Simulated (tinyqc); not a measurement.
Bandgap voltage reference from two bipolar transistors: one step of the calculation.

Two transistors of area 1 and N carry the same current I. Is(T) = Is (T/T0)^eta exp[(Vg0 q/kB)(1/T0 - 1/T)], VBE1 = Vt ln(I/Is(T)) + I rb, VBE2 = Vt ln(I/(N Is(T))) + I rb/N. The amplifier forces I R1(T) = VBE1 - VBE2 + Vos, with R(T) = R (1 + tc (T - T0)) for both resistors, and the output is Vref = VBE1 + I R2(T). Base currents and the Early effect are neglected.

Question. Resistor for zero slope at T0, ideal case. With tc = 0, Vos = 0 and rb = 0 the current is proportional to T, dVBE/dT = (VBE - Vg0 - (eta - 1) Vt)/T, and Vref has zero slope at T0 when Vref = Vg0 + (eta - 1) Vt0. Find VBE1, its slope, that Vref, R2/R1 and the curvature d2Vref/dT2 = -(eta - 1) kB/(q T0).

Parameters, values chosen for the exercise; values of the order met in silicon bipolar transistors: reference temperature T0 = 298 K; band-gap voltage extrapolated to 0 K Vg0 = 1.176 V; temperature exponent of the saturation current eta = 3.9; saturation current of the unit transistor at T0 Is = 4.7e-18 A; area ratio of the second transistor N = 24; resistor across which the difference of VBE falls, at T0 R1 = 11 kohm.

Constants: q = 1.602176634e-19 C, kB = 1.380649e-23 J/K. Results are converted to the units shown.

Find: VBE1; dVBE/dT; Vref; R2/R1; curvature.

Answer.

VBE1 = 0.72128 V
dVBE/dT = -1.7758 mV/K
Vref = 1.2505 V
R2/R1 = 6.4843
curvature = -0.83860 uV/K^2

Numbers from tinyqc (`OMP_NUM_THREADS=1 python tinyqc.py 2062126 2062127 out.jsonl`; about 0.03 s on one thread of a shared Intel Xeon 2.30GHz).
